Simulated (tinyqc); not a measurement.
## Transistor under a ferroelectric capacitor (negative capacitance), static model: effect of the overlap capacitance per gate area

A ferroelectric film of thickness tf lies between the gate and an inner metal at potential v, which drives an ordinary transistor. One domain, P = Q (background permittivity neglected): Vg = v + tf (2 al Q + 4 be Q^3), al = -3 sqrt(3) Ec/(4 Pr), be = 3 sqrt(3) Ec/(8 Pr^3). Gate charge Q(v) = Qi + Cp v with the channel charge Qi = Cox n Vt ln(1 + exp((v - VT)/(n Vt))). Q in uC/cm^2, E in kV/cm; 1 nm times 1 kV/cm is 1e-4 V. Domains, leakage and the switching time are left out.

C = dQ/dv = Cox/(1 + exp(-(v - VT)/(n Vt))) + Cp; dVg/dv = 1 + C tf (2 al + 12 be Q^2); gain = dv/dVg. The largest gain is taken over -0.3 V < v < 2.5 V, tc is the thickness at which dVg/dv first touches zero, the swing is n Vt ln 10 (1 + 2 al tf Cp), v solves Vg(v) = Vg, and the last column compares Qi(v) with Qi(Vg) of the transistor without the film.

Inputs (values chosen for the exercise); Pr and Ec close to those of hafnium oxide based films: temperature T = 350 K; remanent polarisation Pr = 15 uC/cm^2; coercive field Ec = 1000 kV/cm; capacitance of the inner oxide Cox = 3.7 uF/cm^2; threshold of the inner transistor VT = 0.42 V; subthreshold factor of the inner transistor n = 1.17; ferroelectric thickness tf = 5.1 nm; gate voltage Vg = 0.63 V.

Constants: q = 1.602176634e-19 C, kB = 1.380649e-23 J/K, Vt = kB T/q. Results are converted to the units shown.

Result of one run:

| tc (nm) | largest gain | swing (mV/decade) | v at Vg (V) | Qi with/without film |
|---|---|---|---|---|
| 12.86 | 1.657 | 74.79 | 0.8226 | 1.917 |

Which overlap capacitance per gate area Cp gave this result: 0.1, 0.5, 0.9, 1.1 or 1.3 uF/cm^2?

Cp = 0.9 uF/cm^2.

The whole series:

| Cp (uF/cm^2) | tc (nm) | largest gain | swing (mV/decade) | v at Vg (V) | Qi with/without film |
|---|---|---|---|---|---|
| 0.1 | 15.38 | 1.496 | 80.54 | 0.7405 | 1.526 |
| 0.3 | 14.65 | 1.534 | 79.10 | 0.7600 | 1.618 |
| 0.5 | 13.99 | 1.574 | 77.66 | 0.7802 | 1.714 |
| 0.7 | 13.40 | 1.615 | 76.23 | 0.8011 | 1.814 |
| 0.9 | 12.86 | 1.657 | 74.79 | 0.8226 | 1.917 |
| 1.1 | 12.37 | 1.701 | 73.36 | 0.8448 | 2.022 |
| 1.3 | 11.93 | 1.747 | 71.92 | 0.8674 | 2.129 |
| 1.5 | 11.52 | 1.795 | 70.49 | 0.8902 | 2.238 |

As Cp goes from 0.1 to 1.5 uF/cm^2, the largest gain rises from 1.50 to 1.79, the swing falls from 80.5 to 70.5 mV a decade and tc falls from 15.4 to 11.5 nm. For Cp = 1.1 to 1.5 uF/cm^2 the gate charge passes 2.5 uC/cm^2, about what a silicon dioxide interlayer withstands.

Numbers from tinyqc (`OMP_NUM_THREADS=1 python tinyqc.py 2860023 2860024 out.jsonl`; about 0.02 s on one thread of a shared Intel Xeon 2.30GHz).
